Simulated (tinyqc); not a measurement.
Monte Carlo simulation of one carrier in a uniform electric field: one step, computed by the program tinyqc. Command: `OMP_NUM_THREADS=1 python tinyqc.py 3022425 3022426 out.jsonl mcfl walk`. One thread of a shared host (Intel(R) Xeon(R) Processor @ 2.30GHz), about 2 s of CPU time with the checks.

The force e F acts along +z. Flights end at the constant total rate Gamma; the part of Gamma that the real rates do not fill is self-scattering, which leaves k unchanged. One valley, no impurities; equivalent final valleys enter only through Z_f in the optical rate.

Task: Total rate Gamma. Kane band: hbar^2 k^2/(2 m) = E (1 + alpha E), speed v = hbar k/(m (1 + 2 alpha E)), states per spin, volume and energy g(E) = m k (1 + 2 alpha E)/(2 pi^2 hbar^2); overlap factors are set to 1. Masses are multiplied by m_0 and all formulas are in SI units. Phonon occupation N_q = 1/(exp(hbar w/(k_B T)) - 1). Acoustic deformation potential (elastic, equipartition, absorption and emission together): 1/tau = 2 pi k_B T D_A^2 g(E)/(hbar rho v_l^2). Optical or intervalley deformation potential: 1/tau = (pi Z_f D_o^2/(rho w)) [N_q g(E + hbar w) + (N_q + 1) g(E - hbar w)], with g = 0 below the band edge. Gamma is 1.05 times the largest total rate on the grid E = (j + 1/2) E_max/400, j = 0..399.

Inputs (values chosen for the exercise, modelled on holes in germanium):

| quantity | value | unit |
|---|---|---|
| effective mass m | 0.306 | m_0 |
| non-parabolicity alpha | 0.33 | 1/eV |
| density rho | 5323 | kg/m^3 |
| sound velocity v_l | 5320 | m/s |
| acoustic deformation potential D_A | 5.1 | eV |
| phonon energy hbar w | 38.2 | meV |
| optical or intervalley deformation potential D_o | 8.2 | 1e8 eV/cm |
| final valleys Z_f | 1 | - |
| lattice temperature T | 500 | K |
| energy E_max up to which Gamma must cover the rates | 1 | eV |

Crystal: non-polar. Band: Kane.

Constants: k_B = 1.380649e-23 J/K; e = 1.602176634e-19 C; hbar = 1.054571817e-34 J s; m_0 = 9.1093837015e-31 kg; hbar = 6.582119569e-16 eV s; k_B = 8.617333262e-05 eV/K.

Give: largest total rate; energy of the largest rate; Gamma.

Result:

largest total rate = 41.08 1e12/s

energy of the largest rate = 998.75 meV

Gamma = 43.14 1e12/s
